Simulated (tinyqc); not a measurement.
Inside a calculation: six-band hole subbands of a thin body in a field. Values are carried at full precision from step to step, so a last printed digit may differ when a step is redone from the rounded ones.

Constants: hbar^2/2m0 = 3.80998211 eV angstrom^2.

Values chosen for the exercise (near those of a p-type Si channel; shifted at random, so the results belong to these values and not to a real crystal): S = (7.8, -2.1, 12.52) 1/TPa (compliances s11, s12, s44); sx = -1.5 GPa (stress along the channel [1-10], negative in compression); b = -2.07 eV (tetragonal potential); d = -4.73 eV (trigonal potential); g1 = 4.3 (Luttinger gamma1); g2 = 0.34 (gamma2); g3 = 1.45 (gamma3); face = 001 (surface); Dso = 0.044 eV (spin-orbit splitting); t = 70 angstrom (body thickness); F = 0 MV/cm (field across the body); kmax = 0.08 1/angstrom (end of the path).

## Strain and its block

exx = eyy = (s11 + s12) sx/2, ezz = s12 sx, exy = -s44 sx/4 (1 GPa/TPa = 1e-3). With e0 the traceless part, B_XX = 2b e0xx - b (e0yy + e0zz) and B_XY = sqrt(3) d exy.

strain:
```
,x,y,z
x,-0.004275,0.004695,0
y,0.004695,-0.004275,0
z,0,0,0.003150
```

B (eV):
```
,X,Y,Z
X,0.01537,-0.03846,0
Y,-0.03846,0.01537,0
Z,0,0,-0.03074
```

## Confinement masses without spin-orbit coupling

C(n n^T)/c has C_XX = (g1 + 4 g2) nx^2 + (g1 - 2 g2)(ny^2 + nz^2) and C_XY = 6 g3 nx ny, n the unit normal; its eigenvalues are the inverse masses along n.

C(n n^T)/c:
```
,X,Y,Z
X,3.6200,0,0
Y,0,3.6200,0
Z,0,0,5.6600
```

masses (m0): 0.2762  0.2762  0.1767

## The matrix for one sine at q = 0

Basis X, Y, Z times spin, hole energies counted downwards from the unstrained edge (the hydrostatic shift is left out), c = hbar^2/2m0. For a symmetric tensor T let C(T) have C_XX = L Txx + M (Tyy + Tzz), C_XY = N Txy (cyclic), L = c (g1 + 4 g2), M = c (g1 - 2 g2), N = 6 c g3. k = q + kz n, n the unit normal, q = k1 u + k2 v with u along the channel [1-10] and v = n x u. H = C(k k^T) + (Dso/3)(1 - L.sigma) - B + e F z with (L_k)_ij = -i epsilon_kij; B is the block C built from the traceless strain with 2b, -b and sqrt(3) d in place of L, M, N. Strain: exx = eyy = (s11 + s12) sx/2, ezz = s12 sx, exy = -s44 sx/4. Hard walls at z = 0 and t; basis sin(j pi z/t), j = 1 to Nz: kz^2 = (j pi/t)^2, kz = -i D with D_jl = 4 j l/(t (j^2 - l^2)), z_jj = t/2 and z_jl = -8 t j l/(pi (j^2 - l^2))^2 for j + l odd; 1 MV/cm = 0.01 eV/angstrom.

Nz = 1, in meV.

H (meV):
```
,X+,Y+,Z+,X-,Y-,Z-
X+,27.08,38.46+14.67i,0,0,0,-14.67
Y+,38.46-14.67i,27.08,0,0,0,14.67i
Z+,0,0,88.84,14.67,-14.67i,0
X-,0,0,14.67,27.08,38.46-14.67i,0
Y-,0,0,14.67i,38.46+14.67i,27.08,0
Z-,-14.67,-14.67i,0,0,0,88.84
```

## Its levels

Diagonalise; the levels come in pairs. Give each pair and its weights on X, Y, Z, summed over spin and averaged over the pair.

levels (meV): -15.46  59.04  99.42

weights:
```
,pair 1,pair 2,pair 3
X,0.493,0.388,0.119
Y,0.493,0.388,0.119
Z,0.013,0.224,0.763
```

## More sines

The four lowest pairs at q = 0.

Hole energies (meV):
```
Nz,pair 1,pair 2,pair 3,pair 4
1,-15.46,59.04,99.42,-
2,-15.46,59.04,68.31,99.42
4,-15.46,59.04,68.31,99.42
8,-15.46,59.04,68.31,99.42
16,-15.46,59.04,68.31,99.42
```

One sine is exact for the top subband, since without a field nothing joins different j at q = 0. The second pair lies 74.5 meV deeper.

## Dispersion of the top subband

Nz = 14; the two lowest levels (spin-split where the field breaks inversion), in meV from their value at q = 0.

Energies (meV):
```
|q| (1/angstrom),u a,u b,v a,v b,[100] a,[100] b
0.020,10.26,10.26,0.68,0.68,5.53,5.53
0.040,38.36,38.36,2.52,2.52,21.57,21.57
0.060,69.61,69.61,5.32,5.32,45.74,45.74
0.080,80.77,80.77,8.98,8.98,70.39,70.39
```

From the mean of each pair in the first row, c q^2/E gives 0.15 m0 along u, 2.26 m0 along v and 0.28 m0 along [100]. Without a field each pair stays degenerate. These masses hold for the first row only: the band bends further out.

## Checks

- Top level at q = 0 on (001) without field and stress against c (g1 - 2 g2)(pi/t)^2, eV: both 0.02778.
- Hermiticity, and E(q) against E(-q): they agree to 1e-10 or better.

Computed by tinyqc, a small Python program: `OMP_NUM_THREADS=1 python tinyqc.py 1250575 1250576 out.jsonl` (the numbers bound the seed that draws the inputs); one thread of a shared host (Intel(R) Xeon(R) Processor @ 2.30GHz), about 0.4 s for the whole set of steps.
